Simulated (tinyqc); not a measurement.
Changing the temperature T: chemical vapour deposition: Grove model, boundary layer, depletion and step coverage. Computed by tinyqc, a small Python program. Command: `OMP_NUM_THREADS=1 python tinyqc.py 3025653 3025654 out.jsonl cvd sweep`. One thread of a shared host (Intel(R) Xeon(R) Processor @ 2.30GHz), about 0.03 s of CPU time with the checks.

A precursor diffuses to the surface and reacts there at first order; each molecule that reacts adds one formula unit of film.

Inputs (values chosen for the exercise, close to those used for silicon nitride (counted as SiN4/3)): prefactor k0 of k_s = 2.9e+09 cm/s; activation energy E = 1.76 eV; total pressure p = 170 torr; mole fraction of the precursor Y = 0.0013; gas diffusivity D0 at 273.15 K and 760 torr = 0.18 cm^2/s; film density N = 4e+22 formula units/cm^3; precursor mass M = 101 u; trench width w = 0.23 um; aspect ratio of the trench = 43; gas velocity U = 53 cm/s; kinematic viscosity nu0 at 273.15 K and 760 torr = 0.38 cm^2/s; susceptor length L = 19 cm; channel height b = 6.2 cm.

Reactor: horizontal, reduced pressure.

Constants: k_B = 1.380649e-23 J/K; u = 1.6605390666e-27 kg; k_B = 8.617333262e-05 eV/K.

Method:
- k_s = k0 exp(-E/(k_B T)); C_g = Y p/(k_B T), 1 torr = 133.322 Pa; D = D0 (T/273.15)^1.75 (760/p).
- Temperatures in kelvin are T(C) + 273.15.
- Mean speed c = sqrt(8 k_B T/(pi M)); reactive sticking probability beta = 4 k_s/c.
- nu = nu0 (T/273.15)^1.75 (760/p); Re = U L/nu; mean boundary layer delta = (2/3) L/sqrt(Re), at most b/2; h_g = D/delta.
- Fluxes in series: C_s = C_g/(1 + k_s/h_g); growth rate G = k_s h_g/(k_s + h_g) C_g/N; 1 cm/s = 6e8 nm/min.
- Plug flow: U b dC/dx = -k_eff C with k_eff = k_s h_g/(k_s + h_g), so C falls as exp(-k_eff x/(U b)); the used share of the precursor is 1 - C(L)/C(0).
- In a long trench of width w and depth l = aspect ratio x w: Knudsen diffusivity D_K = (2w) c/3 (hydraulic diameter 2w), combined as 1/D_e = 1/D_K + 1/D; D_e d2C/dz2 = 2 k_s C/w with D_e dC/dz = -k_s C at the floor. With m = sqrt(2 k_s/(w D_e)): C(floor)/C(top) = 1/[cosh(m l) + (k_s/(D_e m)) sinh(m l)].

One run for each value; columns: (1) temperature T (C); (2) growth rate G at the inlet (nm/min); (3) step coverage; (4) rate at the outlet over rate at the inlet; (5) sticking probability beta:
```
(1)     (2)      (3)      (4)        (5)
590    5.49  0.98876  0.99147  0.0000144
620   11.30  0.97590  0.98194  0.0000314
650   21.37  0.95138  0.96499  0.0000650
680   36.74  0.90795  0.93871  0.0001283
710   56.77  0.83742  0.90411  0.0002429
740   78.71  0.73435  0.86586  0.0004426
770   98.99  0.60162  0.82984  0.0007789
800  115.26  0.45357  0.79977  0.0013274
830  127.01  0.31146  0.77640  0.0021968
```

Describe and explain the trends.

Over the rows, growth rate G at the inlet (nm/min) rises from 5.49 to 127; step coverage falls from 0.989 to 0.311; rate at the outlet over rate at the inlet falls from 0.991 to 0.776. Heating multiplies the growth rate by 23.1 over the range, while step coverage goes from 0.989 to 0.311: a higher sticking probability starves the depth of the trench.

Caution (all rows): the hydraulic-diameter form of D_K is rough for a slit.
